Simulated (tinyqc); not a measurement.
Valence-band offset from core levels (Kraut method), with the dipole against the affinity rule: one step of the calculation.

Binding energies are counted downwards from the Fermi level. dEv > 0 means that the valence edge of B lies below that of A, dEc > 0 that the conduction edge of B lies above that of A; dEc + dEv = EgB - EgA. The spectra are made-up values treated as data.

Question. Interface dipole. The affinity rule gives dEc(0) = chiA - chiB; the dipole step is D = dEc - dEc(0), and two sheets of opposite charge dd apart hold N = eps0 ei |D|/(q dd).

Inputs (values chosen for the exercise); gaps and affinities close to those of silicon (A) and aluminium oxide (B): electron affinity of A chiA = 4.08 eV; electron affinity of B chiB = 1.02 eV; relative permittivity inside the dipole layer ei = 9.9; thickness of the dipole layer dd = 0.29 nm.

Constants: q = 1.602176634e-19 C, eps0 = 8.8541878128e-14 F/cm where lengths are in cm. Results are converted to the units shown.

dEc = 3.0914754 eV

Give: dEc(0); D; N; field in the dipole layer.

Answer.

dEc(0) = 3.060 eV
D = 0.03148 eV
N = 5.938e12 cm^-2
field in the dipole layer = 1.085 MV/cm

N is 0.0085 elementary charges for each of about 7e14 surface atoms per cm^2.

Numbers from tinyqc (`OMP_NUM_THREADS=1 python tinyqc.py 2410067 2410068 out.jsonl`; about 0.01 s on one thread of a shared Intel Xeon 2.30GHz).
